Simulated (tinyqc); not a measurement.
Spectrum around the optical phonon: single-oscillator infrared dielectric function of a polar cubic crystal. Computed by tinyqc, a small Python program. Command: `OMP_NUM_THREADS=1 python tinyqc.py 3024116 3024117 out.jsonl infrared walk`. One thread of a shared host (Intel(R) Xeon(R) Processor @ 2.30GHz), about 0.02 s of CPU time with the checks.

One ion pair, charges +Z* and -Z*, in a cell of volume Omega = a^3/4. Frequencies omega are given as wavenumbers (1/cm); eps_s is the static dielectric constant.

Inputs (values chosen for the exercise, modelled on aluminium arsenide):
```
quantity,value,unit
lattice constant a,5.661,angstrom
mass M_A,26.98,u
mass M_B,74.92,u
omega_TO,358,1/cm
Born charge Z*,2.13,e
eps_inf,8.06,-
phonon damping gamma,4.5,1/cm
```

Structure: zinc blende. Free carriers: absent.

Constants: nu for 1 eV/(angstrom^2 u) = 15.6333042 THz; 1 THz = 33.35640952 1/cm; e^2/(4 pi eps_0) = 14.39964548 eV angstrom.

Method:
- mu = M_A M_B/(M_A + M_B); ionic plasma term W^2 = 4 pi Z*^2 (e^2/(4 pi eps_0))/(Omega mu) in eV/(angstrom^2 u), turned into 1/cm by W = 15.6333042 x 33.35640952 x sqrt(W^2); omega_LO^2 = omega_TO^2 + W^2/eps_inf; eps_s = eps_inf + W^2/omega_TO^2; Szigeti charge 3 Z*/(eps_inf + 2); longitudinal (Callen) charge Z*/eps_inf.
- eps(omega) = eps_inf + W^2/(omega_TO^2 - omega^2 - i gamma omega); n + i k = sqrt(eps) with k >= 0; R = |(n + i k - 1)/(n + i k + 1)|^2 at normal incidence from vacuum.
- The loss function is Im(-1/eps).

omega_LO = 398.686 1/cm

W = 498.136 1/cm

Spectrum:
```
omega (1/cm),Re eps,Im eps,R,Im(-1/eps)
179,10.641,0.021631,0.28169,1.9102e-04
304,14.991,0.26524,0.34753,0.0011799
347,38.811,6.1918,0.52656,0.0040086
358,8.06,154.03,0.79202,0.0064746
368,-24.429,7.4106,0.89413,0.011372
378,-8.5752,1.9223,0.87502,0.024891
391,-1.9286,0.71105,0.71692,0.16829
399,0.091707,0.46097,0.16210,2.0868
407,1.4561,0.32267,0.012897,0.14507
423,3.1789,0.18302,0.079569,0.018052
458,5.0210,0.076757,0.14662,0.0030439
598,6.9786,0.012683,0.20323,2.6042e-04
997,7.7734,0.0014849,0.22281,2.4575e-05
```

R peaks among these rows at 368 per cm with 0.89 and is lowest, 0.013, at 407; far above omega_LO it tends to ((sqrt(eps_inf) - 1)/(sqrt(eps_inf) + 1))^2 = 0.229. Im eps is largest at 358 and the loss function at 399: absorption marks the TO mode and the loss function the LO mode. Re eps is negative in some rows, where R averages 0.83.

Extremes, crossings and ranges named in words are read from the listed rows.
